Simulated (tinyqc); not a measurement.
## Germanium share from the critical thickness

Inverse problem. Critical thickness (Matthews-Blakeslee, 60-degree dislocations): h = bv (1 - nu/4)[ln(h/bv) + 1]/(4 pi e_par (1 + nu)), nu = c12/(c11 + c12). e_par = b1 x. Find e_par and x.

Parameters, values chosen for the exercise:

| symbol | value | unit | meaning |
|---|---|---|---|
| b1 | 0.0418 |  | lattice mismatch per unit x |
| c11 | 162 | GPa | elastic constant |
| c12 | 65.9 | GPa | elastic constant |
| bv | 0.384 | nm | Burgers vector |

critical thickness = 64.418282 nm

Answer. For given h the relation is explicit in the strain.

e_par = 0.209 %
x = 0.0500

Numbers from tinyqc (`OMP_NUM_THREADS=1 python tinyqc.py 2530145 2530146 out.jsonl`; about 0.01 s on one thread of a shared Intel Xeon 2.30GHz).
